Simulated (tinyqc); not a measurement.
Lossy interposer transmission line with skin effect: one step of the calculation.

A uniform line in a homogeneous dielectric: c = sqrt(er)/(c0 Z0), l = Z0 sqrt(er)/c0 (c0 = 299792458 m/s), g = w c td, w = 2 pi f. The resistance joins its limits as r = sqrt(r_dc^2 + r_hf^2), with r_dc = rho/(wd th), r_hf = kr rho/(2 delta (wd + th)), delta = sqrt(rho/(pi f mu0)), mu0 = 4 pi 1e-7 H/m; this is an interpolation, and internal inductance, up to 0.05 nH/mm at low frequency, is neglected.

Question. Line constants. delta, r_dc, r_hf, r, l, c and g as defined.

Inputs (values chosen for the exercise): width of the strip wd = 7 um; thickness of the strip th = 1.8 um; resistivity rho = 2.2 uohm cm; relative permittivity er = 2.7; loss tangent td = 0.01; lossless impedance sqrt(l/c) Z0 = 40 ohm; factor for crowding and the return path kr = 1.2; frequency f = 10 GHz.

Find: delta; r_dc; r_hf; r; l; c; g.

Answer.

delta = 0.74650 um
r_dc = 1.7460 ohm/mm
r_hf = 2.0094 ohm/mm
r = 2.6620 ohm/mm
l = 0.21924 nH/mm
c = 137.03 pF/m
g = 0.086096 S/m

r is 1.52 times r_dc; the skin depth is 0.415 of the thickness.

Program tinyqc, `OMP_NUM_THREADS=1 python tinyqc.py 2810105 2810106 out.jsonl`; Intel Xeon 2.30GHz, shared host, one thread, about 0.01 s.
